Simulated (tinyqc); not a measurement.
From results back to parameters: phonon-assisted absorption at an indirect gap. Three cases, with inputs chosen for the exercise.

Problem. One phonon: alpha = A [N (E - Eg + w)^2 + (N + 1)(E - Eg - w)^2], each term only above its threshold, N = 1/(exp(w/kB Tm) - 1). The first two energies lie below the emission threshold and the third above it.

Constants: kB = 8.617333262e-05 eV/K.

Case 1.

Values chosen (out of a larger set: loosely those of GaP at room temperature; Eg is not tied to T; not measured data): Es = (2.263, 2.319, 2.378) eV (three photon energies); Tm = 400 K.

alpha at the three energies (1/cm): 0.6079256  9.700819  42.02023

Case 2.

Values chosen (out of a larger set: loosely those of Si at room temperature; Eg is not tied to T; not measured data): Es = (1.104, 1.174, 1.237) eV (three photon energies); Tm = 300 K.

alpha at the three energies (1/cm): 0.2152997  3.474555  15.77891

Case 3.

Values chosen (out of a larger set: loosely those of Si at room temperature; Eg is not tied to T; not measured data): Es = (1.101, 1.169, 1.231) eV (three photon energies); Tm = 400 K.

alpha at the three energies (1/cm): 0.4511655  7.550496  29.10808

Find: slope sqrt(A N); threshold Eg - w; w; Eg; A.

Solution. sqrt(alpha) at the first two energies is a line with slope sqrt(A N) and intercept Eg - w. The excess at the third energy is A N exp(w/kB Tm) (E - (Eg - w) - 2w)^2, which has one root w with the emission threshold between the second and third energies.

Case 1.

slope sqrt(A N) = 41.69 1/(cm^(1/2) eV)
threshold Eg - w = 2.2443 eV
w = 46.7 meV
Eg = 2.291 eV
A = 5.0e+03 1/(cm eV^2)

Case 2.

slope sqrt(A N) = 20.00 1/(cm^(1/2) eV)
threshold Eg - w = 1.0808 eV
w = 58.2 meV
Eg = 1.139 eV
A = 3.4e+03 1/(cm eV^2)

Case 3.

slope sqrt(A N) = 30.53 1/(cm^(1/2) eV)
threshold Eg - w = 1.0790 eV
w = 56.0 meV
Eg = 1.135 eV
A = 3.8e+03 1/(cm eV^2)

Computed by tinyqc, one run a case: `OMP_NUM_THREADS=1 python tinyqc.py N N+1 out.jsonl` with N = 1681272, 1681281, 1681303; one thread of a shared Intel(R) Xeon(R) Processor @ 2.30GHz, about 0.01 s a run at most.
